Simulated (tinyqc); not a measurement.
## Film and buried-oxide thickness from two coupling ratios

Question. In a depleted film -dVT/dVb is k1 = Cs Cbox/(Cox (Cs + Cbox)) for a front channel and k2 = Cbox (Cox + Cs)/(Cox Cs) for a back channel, with Cox = eps0 eox/tox, Cs = eps0 eps_r/ts, Cbox = 3.9 eps0/tb. Find ts and tb.

Inputs (values chosen for the exercise); band and dielectric values close to those of silicon: relative permittivity eps_r = 11.6; relative permittivity of the gate insulator (close to silicon dioxide) eox = 3.9; insulator thickness tox = 3.4 nm.

coupling ratios for a front and a back channel: [0.21181525, 0.94517241]

Answer. With y = Cox/Cs and z = Cox/Cbox, 1/k1 = y + z and k2 = (1 + y)/z, so y = (k2/k1 - 1)/(1 + k2); the thicknesses follow from y and z.

ts = 18.0 nm
tb = 10.0 nm

Program tinyqc, `OMP_NUM_THREADS=1 python tinyqc.py 2190030 2190031 out.jsonl`; Intel Xeon 2.30GHz, shared host, one thread, about 0.3 s.
